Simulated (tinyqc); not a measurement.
# Floating body of a partially depleted SOI transistor: body voltage and kink: two studies

Source at 0 V. Channel current Ic = 2 nf K Vt^2 [F(0) - F(Vd)](1 + la Vd), F(V) = ln^2(1 + exp((Vg - VT - nf V)/(2 nf Vt))), VT = VT0 - gb Vb. Saturation voltage Vs = 2 Vt sqrt(F(0)) + 3 Vt, excess Ve = (Vd - Vs + sqrt((Vd - Vs)^2 + 0.0004 V^2))/2, multiplication M1 = Ai Ve exp(-Bl/Ve). Each junction passes D(v) = J1 (exp(v/Vt) - 1) + J2 (exp(v/(2 Vt)) - 1). Bipolar current Ib = bb J1 (exp(Vb/Vt) - 1). The body settles where M1 (Ic + Ib) = D(Vb) + D(Vb - Vd) + Vb/Rb; drain current Id = (1 + M1)(Ic + Ib) - D(Vb - Vd).

Inputs (values chosen for the exercise); values of the order met in partially depleted silicon-on-insulator transistors: temperature T = 300 K; threshold at zero body voltage VT0 = 0.5 V; fall of the threshold per volt of body voltage gb = 0.14; slope factor nf = 1.23; gain factor per width K = 250 uA/(V^2 um); channel-length modulation factor la = 0.09 1/V; impact-ionisation prefactor Ai = 3.34 1/V; impact-ionisation voltage Bl = 8.3 V; diffusion saturation current of each junction J1 = 3e-13 uA/um; recombination saturation current of each junction J2 = 7.9e-8 uA/um; gain of the lateral bipolar transistor on the diffusion current bb = 0; resistance of a weak body tie to the source (1e9 stands for no tie, and the term is then dropped) Rb = 1e9 kohm um; gate voltage Vg = 1.05 V; drain voltage Vd = 1.3 V.

Constants: q = 1.602176634e-19 C, kB = 1.380649e-23 J/K, Vt = kB T/q. Results are converted to the units shown.

Each table varies one quantity; the others keep the values above.

## Output curve and kink

Rows with more than one solution for Vb (latch) are left out; dId/dVd by a forward difference over 1e-4 V, swing = 1e-4 V over the change of log10 Id; M1 under 1e-12 is printed as 0.

Output curve and kink:
```
Vd (V),Vb (V),M1,"Id, floating (uA/um)","Id, grounded (uA/um)",ratio,"dId/dVd, floating (uS/um)","dId/dVd, grounded (uS/um)"
1.2,0.3953,4.034e-6,41.26,34.06,1.211,23.27,2.774
1.4,0.5570,9.866e-5,45.13,34.62,1.303,15.60,2.860
1.6,0.6442,8.461e-4,47.69,35.23,1.354,10.71,3.227
1.8,0.6943,0.003878,49.66,35.95,1.381,9.381,4.121
2,0.7280,0.01199,51.58,36.92,1.397,10.10,5.709
2.2,0.7529,0.02867,53.80,38.28,1.405,12.35,8.043
```

What does the table show?

Vb rises from 0.395 to 0.753 V and the ratio of the currents rises from 1.21 to 1.41. The output conductance with a floating body exceeds the grounded value by the largest factor among the rows, 8.39, at Vd = 1.2 V, where Vb = 0.395 V and M1 = 4.03e-6.

## Transfer curve and swing

Same model as above.

Transfer curve and swing:
```
Vg (V),Vb (V),M1,"Id, floating (uA/um)","Id, grounded (uA/um)",ratio,"swing, floating (mV/decade)","swing, grounded (mV/decade)"
0.05,0.03641,0.004596,4.654e-7,4.082e-7,1.140,87.98,90.80
0.15,0.04829,0.004590,9.498e-6,7.697e-6,1.234,70.40,74.13
0.25,0.1599,0.004556,3.494e-4,1.742e-4,2.005,59.16,73.97
0.35,0.3497,0.004322,0.01592,0.003764,4.229,64.19,76.58
0.45,0.4930,0.003436,0.3358,0.06496,5.170,95.46,87.85
0.55,0.5572,0.002129,2.103,0.6214,3.385,169.3,123.9
0.65,0.5761,0.001124,6.134,2.759,2.224,272.5,196.5
0.75,0.5741,5.289e-4,12.42,7.172,1.732,388.3,295.2
0.85,0.5583,2.203e-4,20.82,13.93,1.495,509.6,405.2
```

Read the table: what changes, and by how much?

Vb goes from 0.0364 through a maximum of 0.576 (at Vg = 0.65 V among the rows listed) to 0.558 V. The smallest swing among the rows is 59.2 mV a decade with a floating body (at Vg = 0.25 V) and 74.0 with a grounded one; Vt ln 10 = 59.5. The floating swing is smaller by more than 3 % for Vg = 0.05, 0.15, 0.25, 0.35 V, where the rising Vb lowers the threshold as Vg rises. In the first row the floating body raises the current by a factor of 1.14.

Range of the model: The multiplication law is an empirical form chosen for the exercise; self-heating and capacitive coupling to the body are left out, and the linear laws are rough once Vb passes about 0.7 V or M1 about 0.1.

Numbers from tinyqc (`OMP_NUM_THREADS=1 python tinyqc.py 2182035 2182036 out.jsonl`; about 0.2 s on one thread of a shared Intel Xeon 2.30GHz).
